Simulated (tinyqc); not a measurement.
Worked calculation: Hueckel theory of the pi electrons with the omega technique, for the molecule [CH2+]c1ccccc1 (SMILES; centres numbered as the heavy atoms are written). Computed by tinyqc, a small Python program that keeps every step. Settings: charge = 1, omega = 1.0, damping = 0. Command: `OMP_NUM_THREADS=1 python tinyqc.py 25336 25337 out.jsonl` (the two numbers bound the seeds that draw the settings). One thread of a shared host (Intel(R) Xeon(R) Processor @ 2.60GHz), about 0.01 s of CPU time with the checks.

Centres:
```
centre,"z_r, pi electrons of the neutral centre",h
1C,1,0.0000
2C,1,0.0000
3C,1,0.0000
4C,1,0.0000
5C,1,0.0000
6C,1,0.0000
7C,1,0.0000
```

Bonds:
```
i,j,k
1,2,1
2,3,1
3,4,1
4,5,1
5,6,1
6,7,1
7,2,1
```

Each round sets h_r = h_r(0) + omega (z_r - P_rr), keeping the share named as damping of the old diagonal; repeat until output and input diagonals agree to 1e-6.

Rounds:
```
round,sum n x,largest |h(out) - h(in)|
1,8.7206,5.71e-01
2,9.4016,2.61e-01
3,9.4906,1.83e-01
4,9.4240,1.27e-01
5,9.4653,9.33e-02
6,9.4347,6.81e-02
7,9.4553,5.12e-02
8,9.4401,3.85e-02
9,9.4508,2.95e-02
10,9.4427,2.26e-02
11,9.4486,1.76e-02
12,9.4441,1.37e-02
13,9.4475,1.08e-02
14,9.4449,8.54e-03
15,9.4469,6.78e-03
16,9.4453,5.40e-03
17,9.4465,4.32e-03
18,9.4456,3.46e-03
19,9.4463,2.78e-03
20,9.4457,2.23e-03
21,9.4462,1.80e-03
22,9.4458,1.45e-03
23,9.4461,1.17e-03
24,9.4459,9.46e-04
25,9.4461,7.65e-04
26,9.4459,6.19e-04
27,9.4460,5.01e-04
28,9.4459,4.06e-04
29,9.4460,3.29e-04
30,9.4460,2.66e-04
31,9.4460,2.16e-04
32,9.4460,1.75e-04
33,9.4460,1.42e-04
34,9.4460,1.15e-04
35,9.4460,9.31e-05
36,9.4460,7.55e-05
37,9.4460,6.12e-05
38,9.4460,4.96e-05
39,9.4460,4.02e-05
40,9.4460,3.26e-05
```

Can the last value be used, and what does the course show?

Not by the stop rule, although the second column moves by less than 1e-05 over the last three steps. Not converged within 40 rounds: the residual falls steadily but slowly, by a factor of about 0.81 a step. Reruns: damping 0.5: converged in 19; damping 0.8: not converged.
